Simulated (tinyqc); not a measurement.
Inside a calculation. Model: Tersoff bond-order potential. Computed by tinyqc, a small Python program that keeps every step. Command: `OMP_NUM_THREADS=1 python tinyqc.py 3001403 3001404 out.jsonl tersoff walk`. One thread of a shared host (Intel(R) Xeon(R) Processor @ 2.30GHz), about 0.01 s of CPU time with the checks. Intermediate numbers are printed to about 6 digits and carried at full precision; extremes and crossings named in words are read from the listed rows.

E = (1/2) sum_(i, j != i) [A exp(-lambda r_ij) - b_ij B exp(-mu r_ij)], b_ij = (1 + (beta zeta_ij)^n)^(-1/(2n)), zeta_ij = sum_(k != i, j) g(theta_ijk), g = 1 + c^2/d^2 - c^2/(d^2 + (h - cos theta)^2), with theta at atom i. Only nearest neighbours count (cut-off function 1 for them, 0 beyond).

Inputs (values chosen for the exercise, modelled on silicon):

| quantity | value | unit |
|---|---|---|
| A | 1837.4 | eV |
| B | 473.17 | eV |
| lambda | 2.4799 | 1/angstrom |
| mu | 1.7322 | 1/angstrom |
| beta | 1.02e-06 | - |
| n | 0.7956 | - |
| c | 98200 | - |
| d | 16.33 | - |
| h | -0.593 | - |
| bond length r_12 | 2.38 | angstrom |
| bond length r_13 | 2.46 | angstrom |
| angle theta at atom 1 | 97.3 | degrees |

Constants: 1 eV/angstrom^3 = 160.2176634 GPa.

## An open trimer

Atom 1 binds atoms 2 and 3, which do not interact. b_12 = b_13 follow from zeta = g(theta); b_21 = b_31 = 1. E = sum over the two bonds of A exp(-lambda r) - (b + 1)/2 B exp(-mu r).

g(theta) = 29416.5

bond order b_12 = 0.963221

repulsive terms (eV): 5.02259  4.11876

attractive terms B exp(-mu r) (eV): 7.66618  6.67416

energy of the trimer = -4.93528 eV

g is least (g = 1) at cos theta = h, 126.4 degrees, wider than the tetrahedral 109.47.

## The diamond lattice

zeta = 3 g(cos theta = -1/3). With z equal bonds of order b, r = ln(lambda A/(mu b B))/(lambda - mu) and E per atom = -(z/2) b B exp(-mu r)(1 - mu/lambda). a0 = 4 r/sqrt3; B0 = phi''(r)/(3 a0) with phi'' = mu (lambda - mu) b B exp(-mu r), since b does not change under uniform scaling.

zeta = 27426.5

bond order b = 0.965125

bond length = 2.34182 angstrom

energy per atom of the diamond lattice = -4.76663 eV

lattice constant a0 = 5.40819 angstrom

bulk modulus B0 = 101.100 GPa

## Elastic constants of the diamond lattice

Second derivatives of the energy per atom, volume V = a0^3/8: e_xx gives C11; e_xx = -e_yy gives 2 (C11 - C12); e_xy = e_yx = s/2 with a sublattice shift u_z gives C44 = (E_ss - E_su^2/E_uu)/V and Kleinman's parameter |E_su/E_uu|/(a0/4).

C11 = 142.264 GPa

C12 = 80.5178 GPa

C44 = 64.5712 GPa

Kleinman's parameter = 0.703363

## Unrelaxed vacancy

Each of the four neighbours loses one bond; its three other bonds now have zeta = 2 g, for the direction that starts at it. E_v = -E + 12 x (1/2)(b(3g) - b(2g)) B exp(-mu r), where -E is the pair-like cost.

b(2g) = 0.974424

unrelaxed vacancy energy E_v = 4.30963 eV

Stronger back bonds return 0.457 eV, so E_v is 90 % of the cohesive energy.

## Energy against coordination

Angles seen from one bond (cos theta: count): chain -1: 1; graphitic -1/2: 2; diamond -1/3: 3; square net 0: 2, -1: 1; simple cubic 0: 4, -1: 1; bcc 1/3: 3, -1/3: 3, -1: 1; fcc 1/2: 4, 0: 2, -1/2: 4, -1: 1.

Relaxed structures:

| structure | z | zeta | b | r (angstrom) | E per atom (eV) | E per bond (eV) |
|---|---|---|---|---|---|---|
| dimer | 1 | 0 | 1.00000 | 2.29434 | -1.34055 | -2.68110 |
| chain | 2 | 2.24500e+04 | 0.97006 | 2.33499 | -2.42399 | -2.42399 |
| graphitic | 3 | 2.34763e+03 | 0.99487 | 2.30122 | -3.95360 | -2.63573 |
| diamond | 4 | 2.74265e+04 | 0.96512 | 2.34182 | -4.76663 | -2.38331 |
| square net | 4 | 1.17698e+05 | 0.89874 | 2.43713 | -3.76325 | -1.88162 |
| simple cubic | 6 | 2.12945e+05 | 0.84932 | 2.51277 | -4.67935 | -1.55978 |
| bcc | 8 | 3.97847e+05 | 0.77900 | 2.62836 | -4.68412 | -1.17103 |
| fcc | 12 | 7.67512e+05 | 0.68565 | 2.79907 | -4.60112 | -0.76685 |

The lowest are diamond, bcc and simple cubic, the first two 0.083 eV apart. The bond order falls from 1 to 0.686 and the bond weakens from -2.68 to -0.77 eV, as b^(lambda/(lambda - mu)) with exponent 3.32. With the same z = 4 the square net lies 1.00 eV above diamond, from its angles alone. Caution: in bcc and other dense structures second neighbours can fall inside the usual cut-off; they are left out here.

Checks made by the program: (C11 + 2 C12)/3 against B0 (relative difference 3e-08).
